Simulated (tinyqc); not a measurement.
How far the fits carry: temperature and isotope dependence of a band gap in oscillator models.

E(T) = E0 - sum_i sl_i th_i n_i(T), n = 1/(exp(th/T) - 1). The same coupling lowers the gap at 0 K by the zero-point term ZP = sum_i sl_i th_i/2, so the gap of the static lattice is E0 + ZP. Thermal expansion is taken as part of the slopes.

Two-parameter forms are made to pass through the falls at the two temperatures T12: Varshni aV T^2/(T + bV), from the line T^2/fall = (T + bV)/aV; one oscillator s1 t1/(exp(t1/T) - 1), with t1 from the ratio of the falls.

Values chosen for the exercise (near those of GaN; not measured data): E0 = 3.527 eV (gap at 0 K); th = (266, 765) K (temperatures of two oscillators); sl = (0.0946, 0.5363) meV/K (their high-temperature slopes); T12 = (590, 1150) K (temperatures of the fits).

Falls of the gap from E0, and errors of the two fits against the model.

Results:

| T (K) | fall (meV) | Varshni - model (meV) | one oscillator - model (meV) | fall/ZP |
|---|---|---|---|---|
| 20 | 0.00 | 0.40 | 0.00 | 0.000 |
| 100 | 2.09 | 6.95 | -1.57 | 0.010 |
| 200 | 18.20 | 14.09 | -2.97 | 0.084 |
| 300 | 52.38 | 13.29 | -2.05 | 0.241 |
| 400 | 97.75 | 8.75 | -1.07 | 0.449 |
| 600 | 204.20 | -0.36 | 0.03 | 0.938 |
| 800 | 319.91 | -4.59 | 0.34 | 1.469 |

Give the missing row, T (K) = 50.

Computed row:
```
T (K)  fall (meV)  Varshni - model (meV)  one oscillator - model (meV)  fall/ZP
50           0.12                   2.28                         -0.12    0.001
```

Below the first fit point the largest errors are +14.09 meV (Varshni, 200 K, on a fall of 18.20 meV) and -2.97 meV (one oscillator, 200 K); a T^2 law cannot freeze out; a single oscillator misses the soft modes. No row lies well beyond the second fit point, so the table does not test extrapolation to high T. The thermal fall equals ZP between 600 and 800 K.

tinyqc: `OMP_NUM_THREADS=1 python tinyqc.py 1850914 1850915 out.jsonl`; about 0.01 s, one thread, shared Intel(R) Xeon(R) Processor @ 2.30GHz.
